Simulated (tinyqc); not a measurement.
# Schottky barrier on an n-type semiconductor with a doping step, non-linear Poisson equation by Newton steps: Capacitance-voltage profiling

One dimension, metal at x = 0, donor density C(x) = N1 for x < x1 and Nd beyond. Energies are counted from the electron Fermi level of the semiconductor and the conduction-band edge is Ec = -psi, so n = Nc exp(psi/Vt); holes follow the Fermi level of the metal, at -V, so p = Nv exp((V - psi - Eg)/Vt). Ends: psi(0) = V - phiB and psi = Vt ln(Nd/Nc) deep inside. Boltzmann statistics, full ionisation, no current, no image force in the Poisson equation.

The Poisson equation d/dx(eps0 eps_r dpsi/dx) = -q (p - n + C) is solved on a mesh of about 1000 nodes or more that ends in neutral material. C_s = q d/dV of the integral of n over x, from the linearised equation. Probed depth w = eps0 eps_r/C_s; apparent doping N_app = C_s^3/(q eps0 eps_r dC_s/dV), the derivative by central differences over +/- 0.02 V.

Values chosen for this exercise; band and dielectric values close to those of silicon:
- T = 273 K (temperature)
- Eg = 1.1 eV (band gap)
- eps_r = 11.5 (relative permittivity)
- Nc = 2.41e19 cm^-3 (conduction-band density of states at T)
- Nv = 2.26e19 cm^-3 (valence-band density of states at T)
- Nd = 4.9e17 cm^-3 (donor density deep in the semiconductor)
- phiB = 0.49 eV (barrier height)
- x1 = 16 nm (depth of the doping step)
- N1 = 4.9e16 cm^-3 (donor density above the step)

Constants: q = 1.602176634e-19 C, kB = 1.380649e-23 J/K, Vt = kB T/q, eps0 = 8.8541878128e-14 F/cm where lengths are in cm. Results are converted to the units shown.

The same in every row: true C(w) (cm^-3) = 4.90e17.

Capacitance-voltage profiling:

| V (V) | C_s (nF/cm^2) | w (nm) | N_app (cm^-3) | \|E_0\| (kV/cm) |
|---|---|---|---|---|
| 0 | 294 | 34.7 | 4.89e17 | 156 |
| -0.3 | 229 | 44.5 | 4.90e17 | 232 |
| -0.6 | 194 | 52.5 | 4.90e17 | 294 |
| -0.9 | 171 | 59.5 | 4.90e17 | 348 |
| -1.2 | 155 | 65.7 | 4.90e17 | 395 |
| -1.5 | 143 | 71.4 | 4.90e17 | 439 |
| -1.8 | 133 | 76.6 | 4.90e17 | 480 |
| -2.1 | 125 | 81.5 | 4.90e17 | 518 |
| -2.4 | 118 | 86.2 | 4.90e17 | 553 |
| -2.7 | 112 | 90.6 | 4.90e17 | 587 |
| -3 | 107 | 94.8 | 4.90e17 | 620 |

What does the comparison show?

C_s falls from 294 to 107 nF/cm^2 while the probed depth goes from 34.7 to 94.8 nm. The apparent doping stays near 4.90e17 cm^-3. It departs most from the true doping at that depth for V = 0 V, where it is 0.26 % below it; so the doping is read well over the depths probed. The step lies inside the layer that is depleted at zero bias and is not seen. For V = -3 the field at the metal is high enough for tunnelling or breakdown, which would limit the profiling.

Computed by the program tinyqc: `OMP_NUM_THREADS=1 python tinyqc.py 2020026 2020027 out.jsonl`, one thread of a shared Intel Xeon 2.30GHz, about 0.06 s for the whole run.
